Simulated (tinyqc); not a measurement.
Inside a calculation. Method: Pariser-Parr-Pople SCF with singles CI, for the molecule C=C1C=CC=CC=C1N (SMILES; centres numbered as the heavy atoms are written). One step of it, computed by the program tinyqc.

Problem. PPP integrals. Mataga-Nishimoto: gamma = 14.399645/(R + a), a = 2 x 14.399645/(gamma_rr + gamma_ss); H_rr = -W_r - sum_(s != r) z_s gamma_rs; H_rs = beta for bonds.

Centres (angstrom, eV; a flat drawing with bonds scaled to 1.40 angstrom):
```
centre          x          y  core charge z          W   gamma_rr
1C      -2.112000  -1.307000              1  11.160000  11.130000
2C      -0.850000  -0.700000              1  11.160000  11.130000
3C       0.244000  -1.573000              1  11.160000  11.130000
4C       1.609000  -1.261000              1  11.160000  11.130000
5C       2.217000   0.000000              1  11.160000  11.130000
6C       1.609000   1.261000              1  11.160000  11.130000
7C       0.244000   1.573000              1  11.160000  11.130000
8C      -0.850000   0.700000              1  11.160000  11.130000
9N      -2.112000   1.307000              2  25.600000  16.800000
```

Resonance integrals (eV):
```
i  j       beta
1  2  -2.390000
2  3  -2.390000
3  4  -2.390000
4  5  -2.390000
5  6  -2.390000
6  7  -2.390000
7  8  -2.390000
8  9  -2.240000
8  2  -2.390000
```

Give: repulsion gamma_rs; core matrix H.

Solution.

repulsion gamma_rs (eV), lower triangle:
```
        1C      2C      3C      4C      5C      6C      7C      8C
1C  11.130
2C   5.345  11.130
3C   3.929   5.346  11.130
4C   2.871   3.774   5.345  11.130
5C   2.476   3.243   3.772   5.346  11.130
6C   2.476   3.244   3.244   3.774   5.346  11.130
7C   2.872   3.773   3.243   3.244   3.772   5.345  11.130
8C   3.929   5.346   3.773   3.244   3.243   3.774   5.346  11.130
9N   3.950   4.233   3.030   2.593   2.593   3.030   4.233   5.922

        9N
9N  16.800
```

core matrix H (eV), lower triangle:
```
         1C       2C       3C       4C       5C       6C       7C       8C
1C  -42.959
2C   -2.390  -49.696
3C    0.000   -2.390  -45.874
4C    0.000    0.000   -2.390  -43.944
5C    0.000    0.000    0.000   -2.390  -43.545
6C    0.000    0.000    0.000    0.000   -2.390  -44.422
7C    0.000    0.000    0.000    0.000    0.000   -2.390  -47.221
8C    0.000   -2.390    0.000    0.000    0.000    0.000   -2.390  -51.659
9N    0.000    0.000    0.000    0.000    0.000    0.000    0.000   -2.240

         9N
9N  -55.185
```
